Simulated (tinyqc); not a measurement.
Grain-boundary trapping model (Seto) of a polycrystalline semiconductor film. Changing the temperature T. Computed by tinyqc, a small Python program. Command: `OMP_NUM_THREADS=1 python tinyqc.py 3030948 3030949 out.jsonl poly sweep`. One thread of a shared host (Intel(R) Xeon(R) Processor @ 2.30GHz), about 0.01 s of CPU time with the checks.

Grains of equal size L are joined by thin boundaries with one trap level. Trapped carriers deplete a width W on each side and raise a barrier, crossed by thermionic emission. Dopants are fully ionised, statistics are non-degenerate and mu_g does not depend on T.

Inputs (values chosen for the exercise, modelled on polycrystalline ZnO): permittivity eps = 8.3; effective mass m = 0.29 m_0; effective density of states at 300 K, N_c = 3.6e+18 1/cm^3; grain size L = 25 nm; trap density Q_t = 3.7e+12 1/cm^2; trap level E_t below the band edge = 0.54 eV; doping N = 8.5e+18 1/cm^3.

Grain interior: neglected.

Constants: k_B = 8.617333262e-05 eV/K; e = 1.602176634e-19 C; eps_0 = 8.8541878128e-12 F/m; m_0 = 9.1093837015e-31 kg; k_B = 1.380649e-23 J/K.

Method:
- N_c(T) = N_c (T/300 K)^(3/2). Filled traps Q = Q_t/(1 + (1/2) exp((E_t* - E_F)/k_B T)), where E_t* = e V_B - E_t and E_F are counted from the band edge at the grain centre. Partial depletion: Q = 2 N W, V_B = e N W^2/(2 eps eps_0), E_F = k_B T ln(N/N_c); solve for W. If that W would exceed L/2 the grain is fully depleted: W = L/2, Q = N L, and E_F follows from the trap equation. Centre density n_0 = N_c exp(E_F/k_B T).
- Boundary: sigma_b = L e^2 n_0 exp(-e V_B/k_B T)/sqrt(2 pi m k_B T); rho = 1/sigma_b. Mean carrier density n_av = n_0 [(1 - 2W/L) + (2W/L) (sqrt(pi)/2) erf(y)/y], y = sqrt(e V_B/k_B T); effective mobility 1/(e n_av rho).
- E_a = d ln(rho)/d(1/k_B T) from T - 5 K and T + 5 K; temperature coefficient d ln(rho)/dT.

One run for each value; columns: (1) temperature T (K); (2) resistivity rho (ohm cm); (3) effective mobility (cm^2/(V s)); (4) activation energy E_a (eV); (5) mean carrier density (1/cm^3):
```
(1)      (2)    (3)      (4)        (5)
200  0.01584   50.4  0.03528  7.822e+18
236  0.01167   67.9  0.03373  7.879e+18
271  0.00946   83.2  0.03222  7.926e+18
307  0.00808   96.9  0.03067  7.969e+18
343  0.00718  108.7  0.02911  8.005e+18
379  0.00655  118.6  0.02756  8.037e+18
414  0.00611  126.7  0.02606  8.064e+18
450  0.00577  133.6  0.02451  8.090e+18
```

What does the table show?

Over the rows, resistivity rho (ohm cm) falls from 0.0158 to 0.00577 (exponent d ln y / d ln x -1.8 between the first rows and -0.68 between the last); effective mobility (cm^2/(V s)) rises from 50.4 to 134 (exponent d ln y / d ln x 1.8 between the first rows and 0.64 between the last); activation energy E_a (eV) falls from 0.0353 to 0.0245 (exponent d ln y / d ln x -0.27 between the first rows and -0.74 between the last).

Caution (all rows): E_F is within 2 k_B T of the band edge, so non-degenerate statistics fail, and tunnelling through so thin a barrier adds to the current. Caution (rows 271, 307, 343, 379, 414, 450): e V_B is below 2 k_B T, where the depletion approximation fails and the mean density does not balance the trapped charge. Caution (rows 271, 307, 343, 379, 414, 450): the barrier is below 2 k_B T, so scattering inside the grains, left out here, also limits the real mobility.
